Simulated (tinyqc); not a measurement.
Plane-wave Kohn-Sham cycle with exchange-only LDA in a layered model solid, step by step. Computed by tinyqc, a small Python program that keeps every step. Settings: points = 16, plane-wave index or count = 2, electrons = 2, k points = 3, area = 24.0, mixing = 0.8, iteration cap = 61. Command: `OMP_NUM_THREADS=1 python tinyqc.py 28272 28273 out.jsonl` (the two numbers bound the seeds that draw the settings). One thread of a shared host (Intel(R) Xeon(R) Processor @ 2.60GHz), about 0.01 s of CPU time with the checks. Later iterations appear only in the table of the cycle.

## Iteration 1: potential

A solid whose potential varies along x alone (atomic units):
```
parameter                      value
period a                   13.200000
cross-section of the cell  24.000000
electrons per cell                 2
grid points                       16
plane waves -n..n, n               2
k points                           3
V1 in V1 cos(2 pi x/a)     -0.610000
V2 in V2 cos(4 pi x/a)     -0.130000
```

density at the start, on the grid x_j = j a/N (e/bohr^3): [0.00631313, 0.00631313, 0.00631313, 0.00631313, 0.00631313, 0.00631313, 0.00631313, 0.00631313, 0.00631313, 0.00631313, 0.00631313, 0.00631313, 0.00631313, 0.00631313, 0.00631313, 0.00631313]

V_H(G) = 4 pi rho(G)/G^2 for G != 0 (uniform background); v_x = -(3 rho/pi)^(1/3); V = V_ext + V_H + v_x; Fourier components f(G_m) = (1/N) sum_j f(x_j) exp(-i G_m x_j).

Potentials on the grid (hartree):
```
x              V_ext       V_H        v_x          V
0.000000   -0.740000  0.000000  -0.182000  -0.922000
0.825000   -0.655490  0.000000  -0.182000  -0.837491
1.650000   -0.431335  0.000000  -0.182000  -0.613335
2.475000   -0.141513  0.000000  -0.182000  -0.323513
3.300000    0.130000  0.000000  -0.182000  -0.052000
4.125000    0.325361  0.000000  -0.182000   0.143360
4.950000    0.431335  0.000000  -0.182000   0.249335
5.775000    0.471643  0.000000  -0.182000   0.289642
6.600000    0.480000  0.000000  -0.182000   0.298000
7.425000    0.471643  0.000000  -0.182000   0.289642
8.250000    0.431335  0.000000  -0.182000   0.249335
9.075000    0.325361  0.000000  -0.182000   0.143360
9.900000    0.130000  0.000000  -0.182000  -0.052000
10.725000  -0.141513  0.000000  -0.182000  -0.323513
11.550000  -0.431335  0.000000  -0.182000  -0.613335
12.375000  -0.655490  0.000000  -0.182000  -0.837491
```

V(G_m), m = 0, 1, 2, ... (hartree): [-0.182000, -0.305000, -0.065000, 0.000000, 0.000000]

## Iteration 1: Hamiltonian at one k

k = 0.000000 2 pi / a

H(m,m') = (k + G_m)^2/2 delta + V(G_m - G_m'), with V(-G) = V(G).

H (hartree), order -2, -1, +0, +1, +2:
```
[[0.271150, -0.305000, -0.065000, 0.000000, 0.000000],
 [-0.305000, -0.068713, -0.305000, -0.065000, 0.000000],
 [-0.065000, -0.305000, -0.182000, -0.305000, -0.065000],
 [0.000000, -0.065000, -0.305000, -0.068713, -0.305000],
 [0.000000, 0.000000, -0.065000, -0.305000, 0.271150]]
```

## Iteration 1: levels at that k

Diagonalise the Hermitian matrix.

eigenvalues (hartree): [-0.673081, -0.200815, 0.157700, 0.468251, 0.470817]

## Iteration 1: new density

Motion across x is left out: the lowest 1 band(s) hold two electrons at each of the k points (j + 1/2)/nk - 1/2. Residual R = rho(out) - rho(in); rho(new) = rho(in) + 0.8 R. rho(out) = 2/(a A nk) sum |psi|^2 with psi = sum c exp(i G x). Harris energy E = band energy - dV sum rho (V_H/2 + v_x) + (3/4) dV sum rho v_x with rho(in), dV = a A/N, band energy = (2/nk) sum of the filled levels.

rho(out) (e/bohr^3): [0.02631974, 0.02160615, 0.01159067, 0.00361212, 0.00046654, 0.00001999, 0.00000912, 0.00001427, 0.00005265, 0.00001427, 0.00000912, 0.00001999, 0.00046654, 0.00361212, 0.01159067, 0.02160615]

density after iteration 1 (e/bohr^3): [0.02231842, 0.01854754, 0.01053517, 0.00415232, 0.00163586, 0.00127861, 0.00126992, 0.00127404, 0.00130474, 0.00127404, 0.00126992, 0.00127861, 0.00163586, 0.00415232, 0.01053517, 0.01854754]

energy per cell = -1.25127873 hartree

## Iteration 2: potential

As before.

Potentials on the grid (hartree):
```
x              V_ext        V_H        v_x          V
0.000000   -0.740000   0.557205  -0.277254  -0.460050
0.825000   -0.655490   0.491587  -0.260667  -0.424570
1.650000   -0.431335   0.324454  -0.215876  -0.322757
2.475000   -0.141513   0.119884  -0.158278  -0.179907
3.300000    0.130000  -0.069123  -0.116030  -0.055153
4.125000    0.325361  -0.219652  -0.106882  -0.001173
4.950000    0.431335  -0.327301  -0.106639  -0.002605
5.775000    0.471643  -0.391820  -0.106754  -0.026931
6.600000    0.480000  -0.413266  -0.107605  -0.040871
7.425000    0.471643  -0.391820  -0.106754  -0.026931
8.250000    0.431335  -0.327301  -0.106639  -0.002605
9.075000    0.325361  -0.219652  -0.106882  -0.001173
9.900000    0.130000  -0.069123  -0.116030  -0.055153
10.725000  -0.141513   0.119884  -0.158278  -0.179907
11.550000  -0.431335   0.324454  -0.215876  -0.322757
12.375000  -0.655490   0.491587  -0.260667  -0.424570
```

V(G_m), m = 0, 1, 2, ... (hartree): [-0.157945, -0.108968, -0.048316, 0.003719, 0.002468]

## Iteration 2: Hamiltonian at one k

k = 0.000000 2 pi / a

As before.

H (hartree), order -2, -1, +0, +1, +2:
```
[[0.295205, -0.108968, -0.048316, 0.003719, 0.002468],
 [-0.108968, -0.044657, -0.108968, -0.048316, 0.003719],
 [-0.048316, -0.108968, -0.157945, -0.108968, -0.048316],
 [0.003719, -0.048316, -0.108968, -0.044657, -0.108968],
 [0.002468, 0.003719, -0.048316, -0.108968, 0.295205]]
```

## Iteration 2: levels at that k

As before.

eigenvalues (hartree): [-0.306699, -0.035078, 0.027298, 0.326157, 0.331473]

## Iteration 2: new density

As before.

rho(out) (e/bohr^3): [0.02320179, 0.01977044, 0.01209795, 0.00514609, 0.00145855, 0.00028343, 0.00005974, 0.00005256, 0.00007077, 0.00005256, 0.00005974, 0.00028343, 0.00145855, 0.00514609, 0.01209795, 0.01977044]

density after iteration 2 (e/bohr^3): [0.02302511, 0.01952586, 0.01178540, 0.00494734, 0.00149401, 0.00048247, 0.00030177, 0.00029685, 0.00031757, 0.00029685, 0.00030177, 0.00048247, 0.00149401, 0.00494734, 0.01178540, 0.01952586]

energy per cell = -0.84764641 hartree

## Convergence

Stop when sqrt(dV sum R^2) is below 1e-8, dV = a A/N.

Course of the cycle:
```
iteration  E (hartree)  norm of the residual
1          -1.25127873              1.59e-01
2          -0.84764641              2.00e-02
3          -0.84283937              5.93e-03
4          -0.84294885              1.20e-03
5          -0.84295830              2.58e-04
6          -0.84295891              5.90e-05
7          -0.84295895              1.38e-05
8          -0.84295895              3.27e-06
9          -0.84295895              7.74e-07
10         -0.84295895              1.83e-07
11         -0.84295895              4.35e-08
12         -0.84295895              1.03e-08
13         -0.84295895              2.44e-09
```

Converged in 13 iterations. Before convergence this energy mixes input and output and is not variational, so it may rise towards its limit.
